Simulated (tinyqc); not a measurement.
Which input was changed? Model: vibrations of a mass or spring defect in a linear chain. Computed by tinyqc, a small Python program. Command: `OMP_NUM_THREADS=1 python tinyqc.py 3018309 3018310 out.jsonl localmode which`. One thread of a shared host (Intel(R) Xeon(R) Processor @ 2.30GHz), about 0.2 s of CPU time with the checks.

A ring of N atoms with nearest-neighbour springs k and motion along the chain. Atom 1 is the defect, of mass M', and its two springs are k'. All other atoms have the mass M.

Inputs (values chosen for the exercise, for a model chain):
```
quantity                         value           unit
spring constant k                 3.66  eV/angstrom^2
host mass M                       59.3              u
defect mass M'                    6.26              u
spring ratio k'/k at the defect      1              -
isotope mass step                    1              u
```

Host: monatomic.

Constants: nu for 1 eV/(angstrom^2 u) = 15.6333042 THz.

Method:
- Host band: lambda from 0 to 4k/M.
- nu = 15.6333042 THz x sqrt(lambda), lambda in eV/(angstrom^2 u).
- D_ii = (sum of the two springs at i)/M_i, D_ij = -k_ij/sqrt(M_i M_j) for neighbours, closed into a ring.
- The same matrix for 120 atoms; amplitudes are the mass-weighted eigenvector, in size, relative to the defect, for the highest mode; its weight is the squared component of the normalised eigenvector on the defect.
- Raise M' by the isotope step in the 120-atom ring. First order, good only for a step much smaller than M': Delta nu/nu = -(1/2) (weight on the defect) Delta M'/M'; a defect vibrating against fixed neighbours would give sqrt(M'/(M' + step)) - 1.

Problem. One of these inputs alone was changed, within the range given: spring constant k (1.83 to 7.32); host mass M (29.65 to 118.6); defect mass M' (3.13 to 12.52); spring ratio k'/k at the defect (0.5 to 2). Which one, and to what value?

Results:
```
run     ratio to the top of the host band  shift, exact (%)  highest frequency, long ring (THz)
before                           2.236147         -6.726031                            17.36978
after                            2.397739         -6.786021                            17.30394
```

Solution.

Each candidate set to reproduce ratio to the top of the host band, and what it then gives:
```
candidate                          range searched  value needed  shift, exact (%)  highest frequency, long ring (THz)
spring constant k (eV/angstrom^2)    1.83 to 7.32     no effect                 -                                   -
host mass M (u)                    29.65 to 118.6         68.70           -6.7860                              17.304
defect mass M' (u)                  3.13 to 12.52         5.403           -7.7311                              18.625
spring ratio k'/k at the defect          0.5 to 2         1.150           -6.7328                              18.625
```

Only host mass M fits every result: it went from 59.3 to 68.7 u. The next best candidate, spring ratio k'/k at the defect, misses one result by 7.6 %.
